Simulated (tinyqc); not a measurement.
# Transfer length from front and end resistance

Inverse problem. A contact of length d and width W has Rc = (Rsh Lt/W) coth(d/Lt) and Re = (Rsh Lt/W)/sinh(d/Lt), with Rsh the sheet resistance under the metal and Lt = sqrt(rc/Rsh). Find Lt, Rsh and rc.

Inputs (values chosen for the exercise): contact length d = 0.069 um; contact width W = 6 um.

Rc = 1.9567467 ohm
Re = 0.83564463 ohm

Answer. Rc/Re = cosh(d/Lt) gives Lt, and Re then gives Rsh.

Lt = 0.04616 um
Rsh = 230.0 ohm/sq
rc = 4.900e-9 ohm cm^2

Program tinyqc, `OMP_NUM_THREADS=1 python tinyqc.py 2760055 2760056 out.jsonl`; Intel Xeon 2.30GHz, shared host, one thread, about 0.01 s.
